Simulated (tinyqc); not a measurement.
Doping: the thermoelectric optimum: Boltzmann transport in a parabolic band with a power-law relaxation time.

F_j(eta) = (1/Gamma(j + 1)) integral_0^infinity x^j dx/(1 + exp(x - eta)), which tends to exp(eta) for eta << 0.

n = N F_1/2(eta) with N = 2 (m kB T/(4 pi c))^(3/2) with c = hbar^2/2m0, in 1/angstrom^3; times 1e24 for 1/cm^3, m = md.

tau = tau0 x^r with x = E/kT. With K_j = Gamma(j + 1) F_j(eta): <tau> = tau0 (r + 3/2) K_(r+1/2)/((3/2) K_(1/2)); mu = <tau>/(mc m0/e), m0/e = 5.685630e-12 kg/C; Hall factor rH = (3/2) K_(1/2) (2r + 3/2) K_(2r+1/2)/((r + 3/2) K_(r+1/2))^2; Seebeck S = -(kB/e) [(r + 5/2) K_(r+3/2)/((r + 3/2) K_(r+1/2)) - eta]; Lorenz number L = (kB/e)^2 [(r + 7/2) K_(r+5/2)/((r + 3/2) K_(r+1/2)) - ((r + 5/2) K_(r+3/2)/((r + 3/2) K_(r+1/2)))^2]; kB/e in V/K. Valley anisotropy is left out of rH.

Constants: hbar^2/2m0 = 3.80998211 eV angstrom^2; kB = 8.617333262e-05 eV/K.

Parameters, chosen for this exercise (masses near those of InAs; tau0 is set for a mobility of the usual size at this n, kL is a free input; freeze-out and phonon drag, which matter near 77 K, are left out; not measured data): md = 0.025 m0 (density-of-states mass); mc = 0.0254 m0 (conductivity mass); tau0 = 190 fs (tau at E = kT); r = 0 (exponent of tau); T = 300 K; kL = 120 W/(m K) (lattice thermal conductivity).

tau0 is held fixed. sigma = e n mu with e = 1.602176634e-19 C; ZT = S^2 sigma T/(kL + L sigma T).

Results:
```
n (1/cm^3)    eta  mu (cm^2/(V s))  sigma (S/cm)     rH  S (microvolt/K)  L (1e-8)  S^2 sigma (mW/(m K^2))       ZT
1.0e+15     -4.59         1.32e+04          2.11  1.000             -612     1.857                  0.0789  0.00020
3.0e+15     -3.49         1.32e+04          6.32  1.000             -517     1.859                   0.169  0.00042
1.0e+16     -2.26         1.32e+04          21.1  1.000             -414     1.865                   0.361  0.00090
3.0e+16     -1.09         1.32e+04          63.2  1.000             -321     1.881                   0.651   0.0016
6.0e+16     -0.29         1.32e+04           126  1.000             -263     1.903                   0.877   0.0022
2.0e+17      1.40         1.32e+04           422  1.000             -169     1.995                    1.21   0.0030
5.0e+17      3.29         1.32e+04      1.05e+03  1.000             -108     2.130                    1.24   0.0031
1.0e+18      5.49         1.32e+04      2.11e+03  1.000              -73     2.252                    1.11   0.0027
2.0e+18      8.86         1.32e+04      4.22e+03  1.000              -47     2.349                   0.925   0.0023
```

Give the missing row, n (1/cm^3) = 1.0e+17.

Computed row:
```
n (1/cm^3)   eta  mu (cm^2/(V s))  sigma (S/cm)     rH  S (microvolt/K)  L (1e-8)  S^2 sigma (mW/(m K^2))      ZT
1.0e+17     0.36         1.32e+04           211  1.000             -222     1.932                    1.04  0.0026
```

|S| falls by 198 microvolt/K from the first to the third row (198 a decade in the non-degenerate range; holes, which count near the intrinsic density, and non-parabolicity are left out). The power factor peaks at 5e+17 1/cm^3 of those listed (eta = 3.29, S = -108); ZT is largest at 5e+17 1/cm^3 (eta = 3.29). With a constant tau, mu does not depend on n and rH is 1. A real tau0 would fall with doping.

(tinyqc, `OMP_NUM_THREADS=1 python tinyqc.py 1651071 1651072 out.jsonl`, Intel(R) Xeon(R) Processor @ 2.30GHz, 1 thread, shared host, about 0.01 s.)
